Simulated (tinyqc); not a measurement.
What moves the results: band offset of a heterojunction with an interface dipole (two-band chains, self-consistent charge). A value that a table varies takes the place of the one given here.

Sites alternate A, C. Left: A at -G1/2, C at +G1/2, hopping -t1; right: A at D - G2/2, C at D + G2/2, hopping -t2; the bonds across the two interfaces of a ring (C left to A right, C right to A left) have -sqrt(t1 t2). D is the offset of the mid-gaps, so Ev(right) - Ev(left) = D - (G2 - G1)/2 and Ec(right) - Ec(left) = D + (G2 - G1)/2. The closing bond has its sign reversed (antiperiodic ring). Half the levels are filled with two electrons each. The charge moved is q = (electrons on the left) less one a site; the mean over the two interfaces, q/2, is taken as the charge that crosses each, and its dipole opposes the offset: D = D0 - u q/2.

From here on the ring has 24 cells a side.

Inputs chosen for the exercise (gaps near those of Si and HfO2; the chains and D0 are free models, so the offsets are not those of the real pair; not measured data): G1 = 1.09 eV (gap on the left); G2 = 5.78 eV (gap on the right); t1 = 1.82 eV (hopping on the left); t2 = 1.62 eV (hopping on the right); u = 7.4 eV (potential step per electron moved across); D0 = -1.15 eV (mid-gap of the right side above that of the left, without dipole).

## Where the moved charge sits

D = -0.78460 eV

Electrons in cell k from an interface at the self-consistent D, less those at D = 0. Interface 1 joins C left to A right, interface 2 C right to A left. The decay lengths 1/(2 kappa a) are those of mid-gap states, cosh(kappa a) = 1 + G^2/(8 t^2).

Change of the electron count:

| k | left of 1 | right of 1 | left of 2 | right of 2 |
|---|---|---|---|---|
| 1 | -0.02387 | 0.03847 | -0.03613 | 0.05678 |
| 2 | -0.00844 | 0.00130 | -0.01225 | 0.00208 |
| 3 | -0.00382 | 0.00005 | -0.00542 | 0.00008 |
| 4 | -0.00183 | 0.00000 | -0.00257 | 0.00000 |
| 5 | -0.00091 | 0.00000 | -0.00126 | 0.00000 |
| 6 | -0.00046 | 0.00000 | -0.00063 | 0.00000 |

decay lengths (cells): left 1.676, right 0.311

What does this show, and why?

Over six cells interface 1 moves -0.0393 electrons to the left side and +0.0398 to the right, interface 2 -0.0583 and +0.0589: each change is a dipole, and the two differ because the bonds join different sites. The first cells hold 79 % of it at interface 1. The tail is longer on the left, where the gap is smaller against the hopping: from k = 2 to 4 it falls by a factor 4.6, and pure mid-gap decay would give 3.3; the exponential carries a prefactor that falls as a power of the distance, so the first cells drop faster.

## Screening of the starting offset

chi = 0.121640 1/eV

D0 is varied; the self-consistent D is found by bisection. chi = dq/dD at D = 0; the linear rule is D = S D0 with S = 1/(1 + u chi/2). The gap of the junction closes (type III) at |D| = (G1 + G2)/2.

Against D0:

| 2 D0/(G1 + G2) | D0 (eV) | q at D0 | D (eV) | D/D0 | linear (eV) |
|---|---|---|---|---|---|
| -0.85 | -2.920 | -0.5630 | -1.8864 | 0.6461 | -2.0135 |
| -0.55 | -1.889 | -0.2799 | -1.2663 | 0.6703 | -1.3029 |
| -0.30 | -1.030 | -0.1330 | -0.7045 | 0.6837 | -0.7107 |
| -0.15 | -0.515 | -0.0636 | -0.3546 | 0.6881 | -0.3553 |
| 0.10 | 0.344 | 0.0421 | 0.2367 | 0.6890 | 0.2369 |
| 0.25 | 0.859 | 0.1088 | 0.5887 | 0.6855 | 0.5922 |
| 0.50 | 1.718 | 0.2459 | 1.1568 | 0.6735 | 1.1844 |
| 0.80 | 2.748 | 0.5037 | 1.7879 | 0.6506 | 1.8951 |
| 0.95 | 3.263 | 0.7053 | 2.0774 | 0.6366 | 2.2504 |

What does this show, and why?

D/D0 lies between 0.637 and 0.689, against S = 0.690 from chi at D = 0; the linear rule misses by at most 173 meV. q is odd in D. Less than half of the starting offset is screened, so the natural line-up still counts most.

## Wider gaps screen less

G2 is varied. chi = (q(+0.01) - q(-0.01))/0.02 at D = 0, S = 1/(1 + u chi/2).

Against G2:

| G2 (eV) | chi (1/eV) | S |
|---|---|---|
| 0.7 | 0.59999 | 0.3106 |
| 1.1 | 0.48926 | 0.3558 |
| 1.5 | 0.41328 | 0.3954 |
| 2.3 | 0.31149 | 0.4646 |
| 3.4 | 0.22410 | 0.5467 |
| 5.5 | 0.13010 | 0.6751 |
| 7.0 | 0.09182 | 0.7464 |
| 9.0 | 0.06006 | 0.8182 |

What can be read from the table?

chi falls from 0.6000 to 0.0601 1/eV, a factor 10.0, and S rises from 0.311 to 0.818: charge crosses through the tails of states that tunnel into the other gap, and these shorten as the gap widens. u is kept fixed, though a wider gap also screens less and would raise it.

## What each parameter does

Self-consistent D by bisection, q there, and the two offsets. Each row changes one parameter from the base and keeps the others.

Results:

| case | D (eV) | q | valence offset (eV) | conduction offset (eV) |
|---|---|---|---|---|
| base | -0.7846 | -0.0988 | -3.1296 | 1.5604 |
| G1 = 1.254 eV | -0.7918 | -0.0968 | -3.0548 | 1.4712 |
| G2 = 6.647 eV | -0.8328 | -0.0857 | -3.6113 | 1.9457 |
| t1 = 2.093 eV | -0.7786 | -0.1004 | -3.1236 | 1.5664 |
| t2 = 1.863 eV | -0.7739 | -0.1016 | -3.1189 | 1.5711 |
| D0 = -1.322 eV | -0.8989 | -0.1144 | -3.2439 | 1.4461 |
| u = 8.51 eV | -0.7497 | -0.0941 | -3.0947 | 1.5953 |

What does this show?

The largest shifts from the base row, up to three for each result and ties (the steps differ in size, so this ranks the rows, not the parameters). D (eV): D0 -0.1143, G2 -0.0482, u +0.0349. q: D0 -0.0156, G2 +0.0130, u +0.0047. valence offset (eV): G2 -0.4817, D0 -0.1143, G1 +0.0748. conduction offset (eV): G2 +0.3853, D0 -0.1143, G1 -0.0892.

Program tinyqc; command `OMP_NUM_THREADS=1 python tinyqc.py 1481969 1481970 out.jsonl`; about 0.5 s on one thread of a shared Intel(R) Xeon(R) Processor @ 2.30GHz.
